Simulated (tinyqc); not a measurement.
Elastic strain and critical thickness of a cubic alloy layer A(1-x)B(x) on a thick substrate: one step, computed by the program tinyqc.

Strain is positive in tension. The layer is coherent with the substrate unless said otherwise.

Task: Isotropic constants and the prefactor A. Voigt averages: G = (C11 - C12 + 3 C44)/5, B = (C11 + 2 C12)/3, nu = (3 B - 2 G)/(2 (3 B + G)); b = a/sqrt(2). Edge dislocation with b in the interface: cos alpha = 0, cos lambda = 1. Matthews-Blakeslee: h_c = A [ln(h_c/b) + 1], A = b (1 - nu cos^2 alpha)/(8 pi |f| (1 + nu) cos lambda), the factor 8 pi being that of an uncapped layer.

Growth plane: (001). Layer: uncapped. Misfit dislocation: edge.

elastic constants (GPa): C11 145.632, C12 55.594, C44 71.874

free lattice constant a = 5.55812 angstrom

misfit f = -0.02287104

Give: shear modulus G; Poisson ratio nu; Burgers vector b; prefactor A.

Result:

shear modulus G = 61.132 GPa

Poisson ratio nu = 0.21160

Burgers vector b = 0.39302 nm

prefactor A = 0.56432 nm
